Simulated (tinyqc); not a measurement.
Occupation against the Fermi level: defect-molecule model of a vacancy with Jahn-Teller distortion.

Four dangling hybrids a, b, c, d point into the vacancy: H_ii = E0, and -gm between any two. A tetragonal distortion Q pairs a with b and c with d: those two couplings become -gm - I Q and the other four -gm + I Q/2, at an elastic cost k Q^2/2. The a1 level holds two electrons; charge states 2+, + and 0 put n = 0, 1, 2 more into the lowest level of t2 origin. Energy from the 2+ state at Q = 0, with the Fermi level mu counted from Ev: W_n(Q) = n (et - 2 I Q) + k Q^2/2 + Uc n (n - 1)/2 - n mu. et = E0 + gm is the undistorted t2 level.

Constants: kB = 8.617333262e-05 eV/K.

Values chosen for the exercise (of the size used for the vacancy in silicon; the results hold for these values, not for the real material): E0 = 0.07 eV (level of a dangling hybrid, from Ev); gm = 0.29 eV (coupling between two dangling hybrids); I = 1.02 eV/angstrom (Jahn-Teller coupling); k = 12.9 eV/angstrom^2 (force constant of the mode); Uc = 0.24 eV (repulsion of two electrons in one orbital); T = 400 K (temperature); mu1 = 0.04 eV (first Fermi level).

Weights g_n exp(-W_n/kT) with W_n = n et - n^2 E_JT + Uc n (n - 1)/2 - n mu, E_JT = 2 I^2/k, degeneracies 1, 6 (spin and three axes) and 3; mu = mu1 + 0.03 j eV.

Shares:

| mu (eV) | 2+ | + | 0 | mean charge |
|---|---|---|---|---|
| 0.04 | 0.9404 | 0.0565 | 0.0031 | 1.9373 |
| 0.07 | 0.8604 | 0.1234 | 0.0162 | 1.8442 |
| 0.10 | 0.6897 | 0.2362 | 0.0740 | 1.6157 |
| 0.13 | 0.4116 | 0.3365 | 0.2519 | 1.1597 |
| 0.19 | 0.0391 | 0.1824 | 0.7784 | 0.2607 |
| 0.22 | 0.0080 | 0.0887 | 0.9034 | 0.1046 |
| 0.25 | 0.0015 | 0.0394 | 0.9591 | 0.0424 |
| 0.28 | 0.0003 | 0.0169 | 0.9828 | 0.0175 |

Give the missing row, mu (eV) = 0.16.

Computed row:
```
mu (eV)      2+       +       0  mean charge
0.16     0.1552  0.3031  0.5417       0.6136
```

U_eff = Uc - 2 E_JT = -0.083 eV and kT = 34.5 meV. The + state reaches at most 33.7 % on these rows, at mu = 0.13 eV. The mean charge goes from 1.94 to 0.02.

Program tinyqc; command `OMP_NUM_THREADS=1 python tinyqc.py 1482771 1482772 out.jsonl`; about 0.01 s on one thread of a shared Intel(R) Xeon(R) Processor @ 2.30GHz.
